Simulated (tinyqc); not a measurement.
Adding salt: a particle near a wafer in liquid: double-layer and van der Waals forces (DLVO), deposition barrier and removal. Computed by tinyqc, a small Python program. Command: `OMP_NUM_THREADS=1 python tinyqc.py 3110221 3110222 out.jsonl dlvo walk`. One thread of a shared host (Intel(R) Xeon(R) Processor @ 2.30GHz), about 0.01 s of CPU time with the checks.

Sphere and flat wall, Derjaguin approximation, constant potentials in the linear-superposition form, no retardation and no hydration force.

Inputs (values chosen for the exercise, of the order of those for polymer latex on silicon in water):

| quantity | value | unit |
|---|---|---|
| particle radius R | 14 | nm |
| Hamaker constant A | 1.3e-20 | J |
| potential of the particle psi_1 | -58 | mV |
| potential of the wafer psi_2 | -52 | mV |
| salt concentration c | 0.11 | mol/L |
| valence z of the symmetric salt | 1 | - |
| temperature T | 343 | K |
| dielectric constant of the liquid | 63.7 | - |

Constants: e = 1.602176634e-19 C; N_A = 6.02214076e+23 1/mol; eps_0 = 8.8541878128e-12 F/m; k_B = 1.380649e-23 J/K; k_B = 8.617333262e-05 eV/K.

Method:
- kappa^2 = 2 z^2 e^2 N_A (1000 c)/(eps eps_0 k_B T); gamma_i = tanh(z e psi_i/(4 k_B T)); Z = 64 pi eps eps_0 (k_B T/(z e))^2 gamma_1 gamma_2.
- The barrier height is zero when U = 0 and F = 0 together: kappa h = 1 and kappa = 6 Z/(e A), e = 2.718282 here; c follows from kappa^2, with the potentials held fixed.
- U(h) = Z R exp(-kappa h) - A R/(6 h); F(h) = -dU/dh = kappa Z R exp(-kappa h) - A R/(6 h^2), positive for repulsion.
- F = 0 reads x^2 exp(-x) = y with x = kappa h and y = A kappa/(6 Z); the left side peaks at x = 2 with 4/e^2 = 0.5413, so roots exist for smaller y: x < 2 is the barrier, x > 2 the secondary minimum.
- kappa scales as sqrt(c); potentials are held fixed. A dash marks rows without a maximum.

critical concentration = 0.864029 mol/L

kappa = 1.12840 1/nm

Z = 18.6260 pN

Against the concentration:

| c (mol/L) | Debye length (nm) | barrier at (nm) | barrier (k_B T) | minimum at (nm) | minimum (k_B T) |
|---|---|---|---|---|---|
| 8.64e-05 | 31.621 | 1.9789 | 48.487 | 3.2450e+02 | -1.7816e-02 |
| 8.64e-04 | 9.999 | 1.1419 | 43.512 | 8.8039e+01 | -6.4492e-02 |
| 8.64e-03 | 3.162 | 0.6748 | 34.990 | 2.2989e+01 | -2.4030e-01 |
| 4.32e-02 | 1.414 | 0.4807 | 25.871 | 8.6566e+00 | -6.1906e-01 |
| 1.73e-01 | 0.707 | 0.3734 | 15.309 | 3.5603e+00 | -1.4420e+00 |
| 4.32e-01 | 0.447 | 0.3298 | 6.916 | 1.8924e+00 | -2.5849e+00 |
| 7.78e-01 | 0.333 | 0.3166 | 1.062 | 1.2103e+00 | -3.8352e+00 |
| 1.30e+00 | 0.258 | 0.3257 | -4.101 | 7.6788e-01 | -5.5412e+00 |
| 2.59e+00 | 0.183 | - | - | - | - |

What does the comparison show, and why?

At low salt the barrier tends to Z R = 55.1 k_B T; it is half of that between 0.0086 and 0.043 mol/L and changes sign at 0.86 mol/L, while the secondary minimum deepens to -3.8 k_B T at 0.9 of that.

Extremes, crossings and ranges named in words are read from the listed rows.
